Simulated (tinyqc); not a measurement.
# MOS inversion layer, Poisson-Schroedinger loop: two studies

Electrons confined at an insulator interface at z = 0, treated as a hard wall; parabolic valleys, Hartree approximation, no image or exchange terms. The depletion charge lies far deeper than the electrons and gives a uniform field q Nd/(eps0 eps_r); the gate balances all charge. Energies are counted from the band edge at the interface.

Values chosen for this exercise; masses and permittivity close to those of silicon (100):

| symbol | value | unit | meaning |
|---|---|---|---|
| T | 200 | K | temperature |
| eps_r | 11.7 |  | relative permittivity |
| mz1 | 0.901 | m0 | mass along z of valley set A (2 valley(s)) |
| md1 | 0.188 | m0 | in-plane density-of-states mass of set A |
| mz2 | 0.193 | m0 | mass along z of valley set B (4 valley(s)) |
| md2 | 0.416 | m0 | in-plane density-of-states mass of set B |
| Ns | 9e12 | cm^-2 | sheet density of electrons |
| Nd | 2.3e11 | cm^-2 | sheet density of depletion charge |
| dE | 0 | eV | extra shift of set B (strain) |

Constants: q = 1.602176634e-19 C, kB = 1.380649e-23 J/K, hbar = 1.054571817e-34 J s, m0 = 9.1093837015e-31 kg, Vt = kB T/q, eps0 = 8.8541878128e-14 F/cm where lengths are in cm, hbar^2/(2 m0) = 0.0380998212 eV nm^2. Results are converted to the units shown.

Each table varies one quantity; the others keep the values above.

## Effect of the sheet density of electrons

Schroedinger equation -(C/mz) psi'' + (V0 + U + dE for set B) psi = E psi, C = hbar^2/(2 m0), psi(0) = 0, on a uniform mesh of 800 nodes with a far wall at 45 nm, 8 levels a set; V0 = q Nd z/(eps0 eps_r); dU/dz = q (Ns - integral of n from 0 to z)/(eps0 eps_r), U(0) = 0; N_k = g md m0 q Vt/(pi hbar^2) ln(1 + exp((EF - E_k)/Vt)), g the number of valleys of the set, sum N_k = Ns. Triangular well: E_k = a_k (C F^2/mz)^(1/3), a_1 = 2.338107, a_2 = 4.087949, C = hbar^2/(2 m0), F in eV/nm. Fang-Howard (all electrons in the lowest level of set A): b^3 = 6 (mz1/C) q (Nd + 11 Ns/32)/(eps0 eps_r), centroid 3/b, level C b^2/(4 mz1) + (3/b) q (Nd + 11 Ns/16)/(eps0 eps_r). The centroid adds 3.9 z_av/eps_r to an oxide-equivalent thickness.

Results:
columns A: Ns (cm^-2); B: A1 (meV); C: B1 (meV); D: EF (meV); E: share of A1 (%); F: share of set A (%); G: centroid z_av (nm); H: added oxide equivalent (nm); I: Fang-Howard centroid (nm)
```
A          B     C      D     E     F     G      H     I
1e11    23.6  38.2  -58.6  23.0  41.4  6.51   2.17  3.60
2.1e11  28.1  44.6  -39.4  25.4  43.1  6.08   2.03  3.44
9.7e11  52.9  79.1   20.1  38.8  52.3  4.45   1.48  2.80
2.1e12  80.7   117   68.2  50.9  61.2  3.46   1.15  2.35
4.4e12   125   175    135  63.1  70.5  2.63  0.875  1.92
9.4e12   202   273    243  72.1  77.4  1.97  0.657  1.53
2e13     330   440    424  74.6  79.0  1.51  0.505  1.20
```

Estimate the missing row, Ns = 4.5e11 cm^-2.

Computed row:
columns A: Ns (cm^-2); B: A1 (meV); C: B1 (meV); D: EF (meV); E: share of A1 (%); F: share of set A (%); G: centroid z_av (nm); H: added oxide equivalent (nm); I: Fang-Howard centroid (nm)
```
A          B     C      D     E     F     G     H     I
4.5e11  36.9  57.0  -14.1  30.3  46.3  5.37  1.79  3.17
```

With this row back in the table: As Ns goes from 1e11 to 2e13, A1 rises from 23.6 to 330 meV, the share of A1 rises from 23.0 to 74.6 % and the centroid falls from 6.51 to 1.51 nm. A1 goes as Ns^(0.65) between the last two rows (a triangular well in the field of that charge alone gives 2/3). EF lies more than 2 meV above A1 for Ns = 4.4e12, 9.4e12, 2e13. The Fang-Howard centroid is 45 % below the full one in the first row, where A1 holds 23.0 %, and 21 % below it in the last, where A1 holds 74.6 %.

## Effect of the sheet density of depletion charge

Schroedinger equation -(C/mz) psi'' + (V0 + U + dE for set B) psi = E psi, C = hbar^2/(2 m0), psi(0) = 0, on a uniform mesh of 800 nodes with a far wall at 25 nm, 8 levels a set; V0 = q Nd z/(eps0 eps_r); dU/dz = q (Ns - integral of n from 0 to z)/(eps0 eps_r), U(0) = 0; N_k = g md m0 q Vt/(pi hbar^2) ln(1 + exp((EF - E_k)/Vt)), g the number of valleys of the set, sum N_k = Ns.

Effect of the sheet density of depletion charge:
columns A: Nd (cm^-2); B: A1 (meV); C: B1 (meV); D: EF (meV); E: share of A1 (%); F: share of set A (%); G: centroid z_av (nm); H: added oxide equivalent (nm); I: Fang-Howard centroid (nm)
```
A         B    C    D     E     F     G      H     I
1e11    194  263  233  70.6  76.4  2.13  0.710  1.57
1.7e11  195  265  234  71.2  76.8  2.05  0.684  1.56
3.1e11  197  268  237  72.4  77.6  1.93  0.644  1.53
5.3e11  200  273  242  74.3  79.0  1.80  0.600  1.50
9.4e11  206  283  249  77.7  81.5  1.65  0.549  1.45
1.6e12  216  299  262  82.7  85.5  1.49  0.495  1.38
2.9e12  234  333  285  90.4  91.8  1.28  0.427  1.27
5e12    264  387  319  97.1  97.5  1.10  0.367  1.15
```

As Nd goes from 1e11 to 5e12, A1 rises from 194 to 264 meV, the share of A1 rises from 70.6 to 97.1 % and the centroid falls from 2.13 to 1.10 nm. A1 goes as Nd^(0.22) between the last two rows (a triangular well in the field of that charge alone gives 2/3). The Fang-Howard centroid is 26 % below the full one in the first row, where A1 holds 70.6 %, and 4.4 % above it in the last, where A1 holds 97.1 %.

Numbers from tinyqc (`OMP_NUM_THREADS=1 python tinyqc.py 2160027 2160028 out.jsonl`; about 1 s on one thread of a shared Intel Xeon 2.30GHz).
